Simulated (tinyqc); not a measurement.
Plane-averaged potentials: correction of a charged-defect supercell by a model charge and potential alignment (plane-averaged potentials). Computed by tinyqc, a small Python program. Command: `OMP_NUM_THREADS=1 python tinyqc.py 3112083 3112084 out.jsonl align walk`. One thread of a shared host (Intel(R) Xeon(R) Processor @ 2.30GHz), about 0.01 s of CPU time with the checks.

The "true" defect charge is (1 - x) q in a Gaussian of width sigma plus x q in one of width sigma_t, so the exact answer is known; the correction sees only a single model Gaussian of width sigma_m. A Gaussian of width s has the transform rho(G) = exp(-G^2 s^2/2), normalised to 1. A uniform background cancels q, so G = 0 is left out. Potentials are those felt by a unit positive charge. E_0 is the formation energy of the isolated defect, E_cell its value in the supercell, E_lat = E_iso - E_per of the model charge, C the true less the model potential far from the defect; the exact correction is E_0 - E_cell, and the error of a scheme is E_cell plus its correction less E_0.

Inputs (values chosen for the exercise, with screening close to that of GaAs):
```
quantity                               value      unit
defect charge q                            1         e
dielectric constant eps                 12.8         -
edge of the cubic cell L                18.5  angstrom
width sigma of the true defect charge    1.3  angstrom
width sigma_m of the model charge        1.2  angstrom
share x of the charge in a wide tail    0.24         -
width sigma_t of the tail                2.4  angstrom
```

Constants: e^2/(4 pi eps_0) = 14.39964548 eV angstrom.

Method. Plane-averaged potential at distance z from the defect: V(z) = (4 pi q/(eps L^3)) (e^2/(4 pi eps_0 e)) sum_(m != 0) rho(G_m) cos(G_m z)/G_m^2, G_m = 2 pi m/L, |m| <= 40.

Potentials (V):
```
z/L   z (angstrom)       true      model  difference
0.00         0.000   0.040884   0.045513  -0.0046286
0.05         0.925   0.037187   0.040868  -0.0036806
0.10         1.850   0.027838   0.029580  -0.0017422
0.15         2.775   0.016243   0.016397  -0.0001543
0.20         3.700   0.004864   0.004141   0.0007234
0.25         4.625  -0.005230  -0.006353   0.0011233
0.30         5.550  -0.013664  -0.014949   0.0012855
0.35         6.475  -0.020291  -0.021635   0.0013442
0.40         7.400  -0.025049  -0.026411   0.0013628
0.45         8.325  -0.027909  -0.029277   0.0013679
0.50         9.250  -0.028863  -0.030232   0.0013689
```

What does the comparison show, and why?

The difference moves by 0.01 mV between z/L = 0.4 and 0.5: a plateau.
